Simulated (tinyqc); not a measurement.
Inside a calculation. Model: admittance spectroscopy and thermally stimulated current of one trap level in a depletion layer. Computed by tinyqc, a small Python program that keeps every step. Command: `OMP_NUM_THREADS=1 python tinyqc.py 3110056 3110057 out.jsonl admit walk`. One thread of a shared host (Intel(R) Xeon(R) Processor @ 2.30GHz), about 0.01 s of CPU time with the checks. Intermediate numbers are printed to about 6 digits and carried at full precision; extremes and crossings named in words are read from the listed rows.

A Schottky junction on n-type material holds one donor-like electron trap; shallow donors are fully ionised and abrupt depletion edges are assumed.

Inputs (values chosen for the exercise, modelled on n-type germanium):
```
quantity                         value    unit
dielectric constant eps           16.5       -
density-of-states mass m         0.562     m_0
shallow doping N               4.2e+16  1/cm^3
trap density N_t               2.9e+15  1/cm^3
trap depth E_t below the band    0.178      eV
capture cross section sigma    1.6e-16    cm^2
band bending V_b                   0.4       V
test frequency f                300000      Hz
heating rate beta                 0.64     K/s
```

Constants: k_B = 1.380649e-23 J/K; m_0 = 9.1093837015e-31 kg; h = 6.62607015e-34 J s; k_B = 8.617333262e-05 eV/K; eps_0 = 8.8541878128e-12 F/m; e = 1.602176634e-19 C.

## Temperature of the peak

N_c = 2 (2 pi m k_B T/h^2)^(3/2), v_th = sqrt(3 k_B T/m), emission rate e_n = sigma v_th N_c exp(-E_t/(k_B T)). Where the level crosses the Fermi level capture equals emission, so the trap follows the signal with the rate 2 e_n; G/omega peaks at omega = 2 e_n (the correction for large N_t/N is left out). Solve 2 e_n(T_p) = 2 pi f.

peak temperature T_p = 215.653 K

N_c at T_p = 6.44357e+18 1/cm^3

e_n at T_p = 942478 1/s

E_c - E_F = k_B T_p ln(N_c/N) = 0.0935339 eV

## The capacitance step

With E_c - E_F = k_B T_p ln(N_c/N): lambda = sqrt(2 eps eps_0 (E_t - (E_c - E_F))/(e^2 N)); traps are empty and charged for x < x_t = w - lambda, and V_b = e (N w^2 + N_t x_t^2)/(2 eps eps_0). High frequency: C_hf = eps eps_0/w. Low frequency: C_lf = eps eps_0 (N + N_t)/(N w + N_t x_t).

lambda = 60.5610 nm

depletion width w = 130.502 nm

crossing point x_t = 69.9410 nm

C_hf = 111.948 nF/cm^2

C_lf = 115.407 nF/cm^2

step (C_lf - C_hf)/C_hf = 0.0308989

small-N_t estimate (N_t/N)(lambda/w) = 0.0320424

Reading N_t/N straight from the step would give 0.0309 against the true 0.0690: the factor lambda/w must be known.

## Scan in temperature at fixed frequency

With x = omega/(2 e_n): C = C_hf + (C_lf - C_hf)/(1 + x^2), G/omega = (C_lf - C_hf) x/(1 + x^2); C_hf and C_lf are held at their values at T_p.

Admittance:
```
T (K)  omega/(2 e_n)  C (nF/cm^2)  G/omega (nF/cm^2)
189.8        4.75911      112.094            0.69610
198.4        2.71743      112.360            1.12110
204.9        1.83114      112.742            1.45507
211.3        1.26881      113.273            1.68165
215.7        0.99746      113.682            1.72953
220.0        0.79517      114.067            1.68508
226.4        0.57582      114.546            1.49583
235.1        0.38098      114.968            1.15080
245.8        0.23776      115.222            0.77842
```

The peak of G/omega is half the step, 1.73 nF/cm^2. Its full width is near 2 ln(2 + sqrt3) k_B T_p^2/(E_t + 2 k_B T_p) = 49.1 K.

## Arrhenius plot

T_p for 0.1, 0.3, 1, 3 and 10 f; least-squares lines of ln(e_n/T^2) and of ln(e_n) against 1/(k_B T), e_n = pi f; sigma = exp(intercept)/(v_th N_c/T^2).

Peaks:
```
f (Hz)    T_p (K)  1/(k_B T) (1/eV)  ln(e_n/T^2)  ln(e_n)
3.00e+04  179.414           64.6800      1.07429  11.4537
9.00e+04  195.183           59.4545      2.00442  12.5523
3.00e+05  215.653           53.8112      3.00893  13.7563
9.00e+05  238.045           48.7492      3.90996  14.8549
3.00e+06  267.918           43.3137      4.87749  16.0589
```

depth from e_n/T^2 = 0.178 eV

cross section from the intercept = 1.60e-16 cm^2

depth without the T^2 = 0.215439 eV

Leaving out T^2 adds 37 meV, near 2 k_B T_p = 37 meV.

## Thermally stimulated current

Thermally stimulated current without retrapping: filled share n(T) = exp(-(1/beta) int e_n dT), current proportional to e_n n; the peak obeys beta (E_t/(k_B T^2) + 2/T) = e_n(T). The integral starts at 0.5 T_m and uses 4000 trapezoid steps to 1.2 T_m. Chen's first-order estimate from the full width W = T_2 - T_1 between the half-height points: E = 2.52 k_B T_m^2/W - 2 k_B T_m.

peak temperature T_m = 88.7929 K

lower half-height T_1 = 84.0528 K

upper half-height T_2 = 92.2326 K

filled share at T_m = 0.394016

E_t/(k_B T_m) = 23.2632

symmetry factor (T_2 - T_m)/(T_2 - T_1) = 0.420518

depth by Chen's formula = 0.194007 eV

The slow ramp empties the trap at 89 K, far below the admittance peak at 216 K, since the rate asked for is 0.18 per second instead of 940000. Chen's formula, made for a constant prefactor, gives 16 meV more than E_t.

Checks made by the program: C_lf against dQ/dV by differences (relative difference below 1e-10); depth recovered (relative difference below 1e-10); peak of the integrated curve (relative difference 3e-05).
